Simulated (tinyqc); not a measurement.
X-ray photoelectron analysis of a thin oxide on a semiconductor: attenuation lengths, thickness, angle series and band offsets: one step, computed by the program tinyqc.

The same element is seen in the oxide and in the substrate, at nearly the same kinetic energy; films are flat and uniform, and the work function is ignored.

Question. Peak ratio. R_0 = (rho_o/M_o) L_o/((rho_s/M_s) L_s); peak ratio R = I_ox/I_sub = R_0 [exp(d/(L_o cos theta)) - 1]; hence d = L_o cos theta ln(1 + R/R_0). A carbon layer weakens both peaks alike, by exp(-d_C/(L_o cos theta)) if its L is taken equal to L_o. This R_0 leaves out intrinsic losses from the substrate peak, so calibrated values can be larger.

Inputs (values chosen for the exercise, modelled on SiO2 on 4H-SiC):
```
quantity                        value     unit
oxide density                    2.24   g/cm^3
oxide formula mass              60.08    g/mol
substrate density                3.21   g/cm^3
substrate formula mass           40.1    g/mol
oxide thickness d                 1.5       nm
emission angle from the normal     60  degrees
carbon overlayer                 0.35       nm
```

L in the oxide = 4.702529 nm

L in the substrate = 3.525140 nm

Give: R_0; d/(L_o cos theta); ratio R; oxide share of the counts; attenuation by carbon; depth 3 L_o cos theta.

Answer.

R_0 = 0.6213

d/(L_o cos theta) = 0.6380

ratio R = 0.5546

oxide share of the counts = 0.3567

attenuation by carbon = 0.8617

depth 3 L_o cos theta = 7.054 nm

Caution: beyond about 60 degrees elastic scattering and roughness make a single attenuation length unreliable.
